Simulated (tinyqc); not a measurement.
# From V/G_S back to gradient in the melt G_L

Model: crystal pulling from the melt: segregation, interface stability, heat balance and point-defect regime. Computed by tinyqc, a small Python program. Command: `OMP_NUM_THREADS=1 python tinyqc.py 3004516 3004517 out.jsonl pull inv`. One thread of a shared host (Intel(R) Xeon(R) Processor @ 2.30GHz), about 0.01 s of CPU time with the checks.

A dilute solute; steady pulling with a flat interface unless it is found unstable.

Inputs (values chosen for the exercise): pull rate V = 0.54 mm/min; solid conductivity k_S = 21.1 W/(m K); melt conductivity k_L = 63.3 W/(m K); latent heat per volume L = 4250 J/cm^3; critical ratio xi_c = 0.15 mm^2/(min K).

Method. k_S G_S = k_L G_L + L V; the largest rate for this G_S, with G_L = 0, is k_S G_S/L. Voronkov: the crystal grows vacancy-rich if V/G_S > xi_c and interstitial-rich if below; at fixed G_L the neutral rate solves V = xi_c G_S(V).

Question. A run gave the result below. Find the gradient in the melt G_L, known to lie between 7.7 and 15 K/cm.

V/G_S = 0.1023736 mm^2/(min K)

Answer.

Each step takes the trial c = (a f_b - b f_a)/(f_b - f_a), f being the result less the target and a, b, c the logarithms of the listed values; c replaces end b, the old b replaces a if the sign of f changed, and otherwise f_a is halved.

Scan of the range:
```
gradient in the melt G_L (K/cm)  V/G_S (mm^2/(min K))
7.70                                         0.130979
8.61                                         0.122845
9.62                                         0.114923
10.70                                        0.107510
12.00                                        0.099764
13.40                                        0.092580
15.00                                        0.085541
```

False position (Illinois rule, in the logarithm of the input) inside the bracket:
```
step    end a    end b    trial  V/G_S (mm^2/(min K))
1     10.7000  12.0000  11.5452              0.102343
2     10.7000  11.5452  11.5350              0.102403
3     11.5452  11.5350  11.5400              0.102374
4     11.5350  11.5400  11.5400              0.102374
```

V/G_S falls at every point of a 13-point scan of the range (every second point is shown), so one value fits; it is bracketed by 10.7 and 12.0. Answer: gradient in the melt G_L = 11.54 K/cm.
